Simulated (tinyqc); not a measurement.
Where the wafer is too thin: surface photovoltage measurement of the minority-carrier diffusion length in a wafer. Computed by tinyqc, a small Python program. Command: `OMP_NUM_THREADS=1 python tinyqc.py 3130419 3130420 out.jsonl spv walk`. One thread of a shared host (Intel(R) Xeon(R) Processor @ 2.30GHz), about 0.01 s of CPU time with the checks.

Low injection, steady light, a depletion layer much thinner than 1/alpha and L. The excess density dn is taken at the front edge of the neutral region; light that reaches the back is lost.

Inputs (values chosen for the exercise, modelled on p-type silicon at room temperature):
```
quantity                            value        unit
wafer thickness W                     300  micrometre
diffusivity D                        24.9      cm^2/s
front recombination velocity S_f    70000        cm/s
back recombination velocity S_b      9200        cm/s
photon flux entering              3.4e+13  1/(cm^2 s)
```

Method:
- alpha = (84.732/lambda - 76.417)^2 per cm with lambda in micrometre (an empirical fit for silicon between 0.7 and 1.05 micrometre).
- Thick wafer: dn = Phi L/((S_f + D/L)(L + 1/alpha)). Finite wafer, with s = S_b L/D, w = W/L, a = alpha L: dn = [Phi a/(a^2 - 1)] [a - B - exp(-alpha W)(a - s)/(cosh w + s sinh w)]/(S_f + B D/L), B = (sinh w + s cosh w)/(cosh w + s sinh w).
- Readings y = (Phi/dn) (1 + noise x g) at 780, 830, 880, 920, 950, 975 and 995 nm; a least-squares line y = c (1/alpha + L_app) gives L_app = intercept/slope.
- No noise; L is varied at fixed W, and the last two columns set S_b to 0 and to 1e7 cm/s.

Apparent length (micrometre):
```
L        W/L  given S_b  S_b = 0  S_b = 1e7
15    20.000      15.00    15.00      15.00
30    10.000      30.00    30.00      30.00
60     5.000      59.83    60.12      59.70
90     3.333      88.12    91.49      87.13
150    2.000     132.85   163.54     127.75
240    1.250     170.15   292.81     158.78
390    0.769     194.37   510.88     177.59
630    0.476     205.93   759.67     186.22
1200   0.250     211.71   993.41     190.45
```

What does the comparison show, and why?

With a fast back surface L_app levels off, at 190 micrometre in the last row; with a passive one it reaches up to 1.31 times L among these rows and is 993 in the last. All three columns are within 5 % of L down to W/L = 3.3.

Extremes, crossings and ranges named in words are read from the listed rows.
